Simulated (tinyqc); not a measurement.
# Straight dislocations in isotropic elasticity: fields, energies, partials, Peierls stress and walls, step by step

A worked calculation. Computed by tinyqc, a small Python program that keeps every step. Command: `OMP_NUM_THREADS=1 python tinyqc.py 3015428 3015429 out.jsonl disloc walk`. One thread of a shared host (Intel(R) Xeon(R) Processor @ 2.30GHz), about 0.01 s of CPU time with the checks. Intermediate numbers are printed to about 5 digits and carried at full precision; extremes and crossings named in words are read from the listed rows.

The line runs along z, the glide plane is y = 0, and beta is the angle between b and the line (0 screw, 90 degrees edge): b_e = b sin(beta) along +x with the extra half plane at y > 0, b_s = b cos(beta). Stress is positive in tension.

Inputs (values chosen for the exercise, for a model fcc or diamond crystal):

| quantity | value | unit |
|---|---|---|
| shear modulus G | 102 | GPa |
| Poisson ratio nu | 0.317 | - |
| Burgers vector b | 2.493 | angstrom |
| stacking-fault energy gamma | 75.1 | mJ/m^2 |
| dislocation density rho | 2.5e+14 | 1/m^2 |
| core radius r0/b | 1 | - |
| unstable fault energy gamma_us | 583 | mJ/m^2 |
| tilt angle theta | 1.3 | degrees |
| source length l | 120 | nm |

Character: screw.

field point (x, y) (nm): -5  -2.5

Constants: 1 eV/angstrom^3 = 160.2176634 GPa.

## Line energy and line tension

Energy factor K = G [cos^2(beta) + sin^2(beta)/(1 - nu)]. E = K b^2/(4 pi) ln(R/r0) with R = 1/(2 sqrt(rho)); tension T = E + d^2E/d(beta)^2 = G b^2 [1 + nu - 3 nu sin^2(beta)]/(4 pi (1 - nu)) ln(R/r0). The core energy is taken into r0.

energy factor K = 102 GPa

ln(R/r0) = 4.8430

line energy E = 15.249 eV/nm

line tension T = 29.404 eV/nm

stored energy rho E = 610.78 kJ/m^3

T/E = 1.93: bowing turns parts of the line towards the costlier edge character, so it is stiff.

## Stress at a point

With D = G b_e/(2 pi (1 - nu)), S = G b_s/(2 pi), r^2 = x^2 + y^2: s_xx = -D y (3x^2 + y^2)/r^4, s_yy = D y (x^2 - y^2)/r^4, s_xy = D x (x^2 - y^2)/r^4, s_zz = nu (s_xx + s_yy), s_xz = -S y/r^2, s_yz = S x/r^2. Pressure p = -trace/3.

stress (MPa):
```
        x        y        z
x    0.00     0.00   323.77
y    0.00     0.00  -647.53
z  323.77  -647.53     0.00
```

pressure p = 0 MPa

A screw dislocation has pure shear and no pressure field.

## Force on a second, equal dislocation at that point

Peach-Koehler force per length on a parallel dislocation with the same b: in the glide plane F_x = s_xy b_e + s_yz b_s, normal to it F_y = -(s_xx b_e + s_xz b_s), which drives climb of the edge part or cross-slip of a screw.

glide force F_x = -161.43 mN/m

normal force F_y = -80.715 mN/m

Along x the second dislocation is repelled.

## Splitting into partials

Shockley partials have b_p = b/sqrt(3) at the angles beta -/+ 30 degrees; their repulsion balances the fault at d = G b_p^2/(8 pi gamma) (2 - nu)/(1 - nu) [1 - 2 nu cos(2 beta)/(2 - nu)].

partial Burgers vector b_p = 1.4393 angstrom

splitting width d = 1.7195 nm

d/b = 6.8973

## Peierls-Nabarro core of the undissociated dislocation

Misfit energy gamma(u) = (gamma_us/2)(1 - cos(2 pi u/b)), so the largest restoring stress is tau_max = pi gamma_us/b; u(x) = b/2 + (b/pi) arctan(x/zeta), zeta = K b/(4 pi tau_max). Summing the misfit energy over atomic rows a' apart gives, for a wide core, W_P = (K b^2/pi) exp(-2 pi zeta/a') and sigma_P = (K b/a') exp(-2 pi zeta/a'); a' = b/2 for edge and 30-degree lines, b sqrt(3)/2 for screw and 60-degree lines.

tau_max = 7.3468 GPa

half width zeta = 2.7543 angstrom

row spacing a' = 2.1590 angstrom

Peierls barrier W_P = 4.1591 meV/nm

Peierls stress sigma_P = 38.894 MPa

zeta/a' = 1.28 and sigma_P/G = 3.8e-4: the stress falls by a factor e for each a'/(2 pi) of half width.

## Strength from dislocations

Frank-Read source, averaged over the loop: tau = G b/(2 pi l) [(1 - nu/2)/(1 - nu)] ln(l/r0). Taylor hardening: tau = 0.3 G b sqrt(rho).

Frank-Read stress = 256.65 MPa

Taylor stress = 120.62 MPa

Of the source, forest and Peierls stresses the largest here is the source stress. Caution: the source is longer than the mean dislocation spacing 1/sqrt(rho), so the forest would pin it into shorter segments and its stress is only formal.

## Low-angle tilt boundary

A symmetric tilt wall of edge dislocations has the spacing h = b/(2 sin(theta/2)); Read-Shockley: gamma_b = E0 theta (A - ln theta), E0 = G b/(4 pi (1 - nu)), A = 1 + ln(b/(2 pi r0)), theta in radians.

spacing h = 10.988 nm

boundary energy = 198.17 mJ/m^2

angle of the maximum, exp(A - 1) = 9.1189 degrees

## Character of the line

E = K b^2/(4 pi) ln(R/r0); T = G b^2 [1 + nu - 3 nu sin^2(beta)]/(4 pi (1 - nu)) ln(R/r0).

From screw to edge:

| beta (degrees) | K (GPa) | E (eV/nm) | T (eV/nm) | d (nm) |
|---|---|---|---|---|
| 0 | 102.00 | 15.249 | 29.404 | 1.7195 |
| 15 | 105.17 | 15.723 | 27.981 | 1.8587 |
| 30 | 113.84 | 17.018 | 24.096 | 2.2391 |
| 45 | 125.67 | 18.788 | 18.788 | 2.7587 |
| 60 | 137.51 | 20.557 | 13.479 | 3.2783 |
| 75 | 146.17 | 21.852 | 9.594 | 3.6587 |
| 90 | 149.34 | 22.326 | 8.171 | 3.7979 |

The edge costs 1/(1 - nu) = 1.464 times the screw in energy, yet its tension is only (1 - 2 nu)/(1 + nu) = 0.278 of the screw value, so loops under stress are elongated along b. The edge splits 2.21 times as widely, (2 + nu)/(2 - 3 nu), since there the larger, edge parts of the partials repel with the factor 1/(1 - nu) and the small screw parts attract, while in the screw the roles are exchanged.

Checks made by the program: zero divergence of the stress field, by differences and relative to the size of its gradient (relative difference below 1e-10); splitting against the force between the two partials (relative difference below 1e-10).
